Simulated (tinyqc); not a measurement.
Worked calculation: geometry optimisation on the RHF/sto-3g surface (energies and gradients from PySCF), for H3+, spin multiplicity 1. Computed by tinyqc, a small Python program that keeps every step (integrals from PySCF). Settings: charge = 1, multiplicity = 1, basis = sto-3g, optimiser = sd, first Hessian = 0.15, largest step = 0.5, iteration cap = 30. Command: `OMP_NUM_THREADS=1 python tinyqc.py 27872 27873 out.jsonl` (the two numbers bound the seeds that draw the settings). One thread of a shared host (Intel(R) Xeon(R) Processor @ 2.60GHz), about 1 s of CPU time with the checks.

positions at the start (bohr):
```
            x          y         z
1H  -0.120942   0.015118  0.005669
2H  -0.005669  -0.007559  1.534458
3H   0.075589   1.311470  0.799354
```

Stop when the largest gradient component is below 3e-5 hartree/bohr.

Course of the optimisation:
```
step  E (hartree)  largest gradient (hartree/bohr)
1     -1.21655346                         1.34e-01
2     -1.23826742                         4.59e-02
3     -1.21655814                         1.33e-01
4     -1.23826750                         4.60e-02
5     -1.21655815                         1.33e-01
6     -1.23826750                         4.60e-02
7     -1.21655815                         1.33e-01
8     -1.23826750                         4.60e-02
9     -1.21655815                         1.33e-01
10    -1.23826750                         4.60e-02
11    -1.21655815                         1.33e-01
12    -1.23826750                         4.60e-02
13    -1.21655815                         1.33e-01
14    -1.23826750                         4.60e-02
15    -1.21655815                         1.33e-01
16    -1.23826750                         4.60e-02
17    -1.21655815                         1.33e-01
18    -1.23826750                         4.60e-02
19    -1.21655815                         1.33e-01
20    -1.23826750                         4.60e-02
21    -1.21655815                         1.33e-01
22    -1.23826750                         4.60e-02
23    -1.21655815                         1.33e-01
24    -1.23826750                         4.60e-02
25    -1.21655815                         1.33e-01
26    -1.23826750                         4.60e-02
27    -1.21655815                         1.33e-01
28    -1.23826750                         4.60e-02
29    -1.21655815                         1.33e-01
30    -1.23826750                         4.60e-02
```

Can the last value be used, and what does the course show?

Not by the stop rule. Not converged within 30 steps: the energy rises at some steps, so steps overshoot. Reruns: method bfgs, first Hessian 0.6, largest step 0.3: converged in 6 (E = -1.24686).
